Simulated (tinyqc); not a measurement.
Metal gate on a two-layer dielectric stack with fixed charge and a dipole: one step of the calculation.

Gate, layer 2, layer 1, p-type semiconductor; x runs from the gate inwards. Charges are counted in units of +q. psi is the band bending at the surface, positive towards inversion. Classical charge, Boltzmann statistics, no interface traps.

Problem. Threshold voltage. ni = sqrt(Nc Nv) exp(-Eg/(2 Vt)), Eg in volts, pB = Vt ln(Na/ni), Vth = Vfb + 2 pB + sqrt(4 q eps0 eps_r Na pB)/Cox.

Inputs (values chosen for the exercise); band and dielectric values close to those of 4H silicon carbide, layer 1 close to aluminium oxide, layer 2 close to zirconium oxide: temperature T = 250 K; band gap Eg = 3.21 eV; relative permittivity eps_r = 9.68; conduction-band density of states at T Nc = 1.28e19 cm^-3; valence-band density of states at T Nv = 1.94e19 cm^-3; acceptor density Na = 4e17 cm^-3.

Constants: q = 1.602176634e-19 C, kB = 1.380649e-23 J/K, Vt = kB T/q, eps0 = 8.8541878128e-14 F/cm where lengths are in cm. Results are converted to the units shown.

Vfb = -2.3414116 V
Cox = 2.8479872 uF/cm^2

Give: ni; pB; depletion charge; Vth.

Solution.

ni = 6.9523e-14 cm^-3
pB = 1.5259 V
depletion charge = 0.57901 uC/cm^2
Vth = 0.91361 V

tinyqc, about 0.01 s, one thread, Intel Xeon 2.30GHz (shared host): `OMP_NUM_THREADS=1 python tinyqc.py 2010164 2010165 out.jsonl`
